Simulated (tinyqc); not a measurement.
CMOS inverter, nodal equation and switching: two steps of the calculation.

An n-channel pull-down (bn, VTn) and a p-channel pull-up (bp, VTp) share the input Vin and the output node Vout, which carries the load C. Transistor (EKV form, voltages against the body): I = 2 n b Vt^2 [F(vp - Vs) - F(vp - Vd)] from drain to source, F(v) = ln^2(1 + exp(v/(2 Vt))), vp = (Vg - VT + sg |Vd - Vs|)/n. n-channel bodies are at 0; for the p-channel device all voltages are counted down from Vdd. b in uA/V^2 gives I in uA. Static: In = Ip. Transient: C dVout/dt = Ip - In. No velocity saturation, no gate capacitance beyond C.

Values chosen for this exercise: temperature T = 400 K; supply voltage Vdd = 0.75 V; slope factor n = 1.2; drain-induced barrier lowering sg = 0.115; n-channel threshold VTn = 0.44 V; p-channel threshold (magnitude) VTp = 0.39 V; gain factor of the pull-down transistor bn = 160 uA/V^2; gain factor of the pull-up transistor bp = 130 uA/V^2; load capacitance C = 0.43 fF; input voltage Vin = 0.32 V.

Constants: q = 1.602176634e-19 C, kB = 1.380649e-23 J/K, Vt = kB T/q. Results are converted to the units shown.

Task 1. Output voltage by Newton steps. f = In - Ip at (Vin, Vout); G = df/dVout by a central difference with +/- 1e-6 V; Vout(new) = Vout - f/G, the step limited to +/- 0.1 V.

Vout after iteration 1 = 0.48 V

Find: In; Ip; G; Vout after iteration 2.

Result 1.

In = 0.06461 uA
Ip = 0.5438 uA
G = 1.047 uS
Vout after iteration 2 = 0.5800 V

Task 2. Delays and energy. For a step input the delay to Vdd/2 is tHL = C times the integral of dV/(In - Ip) from Vdd/2 to Vdd at Vin = Vdd, and tLH likewise with Ip - In from 0 to Vdd/2 at Vin = 0. Energy drawn for one full cycle of the output: C Vdd^2. Leakage power: Vdd times the mean of the supply currents at Vin = 0 and Vdd.

Find: tHL; tLH; energy; leakage power.

Result 2.

tHL = 17.210 ps
tLH = 16.527 ps
energy = 0.24188 fJ
leakage power = 0.12026 nW

Program tinyqc, `OMP_NUM_THREADS=1 python tinyqc.py 2340151 2340152 out.jsonl`; Intel Xeon 2.30GHz, shared host, one thread, about 0.06 s.
